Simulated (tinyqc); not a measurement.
## Series resistance and length offset from two lengths at two overdrives

Problem. In strong inversion R W = Rsd + k(x)(L - dL), k(x) = (1 + th1 x)/(mu0 Cox x), x the overdrive, Cox = eps0 eox/tox, with Rsd and dL independent of x. Find dL, Rsd, mu0 and th1.

Parameters, values chosen for the exercise: relative permittivity of the gate insulator (close to silicon dioxide) eox = 3.9; insulator thickness tox = 1.3 nm.

Constants: eps0 = 8.8541878128e-14 F/cm where lengths are in cm. Results are converted to the units shown.

total resistance times width (ohm um):
```
	L = 0.066 um	L = 0.72 um
overdrive 0.59 V	310.045128	3180.23929
overdrive 1.29 V	220.749785	1899.12446
```

Solution. At each overdrive R W is a straight line in L; the two lines cross at L = dL, R W = Rsd. Their slopes give k x = (1 + th1 x)/(mu0 Cox), a straight line in x.

dL = 0.0170 um
Rsd = 95.0 ohm um
mu0 = 190 cm^2/(V s)
th1 = 0.520 1/V

Program tinyqc, `OMP_NUM_THREADS=1 python tinyqc.py 2210004 2210005 out.jsonl`; Intel Xeon 2.30GHz, shared host, one thread, about 0.01 s.
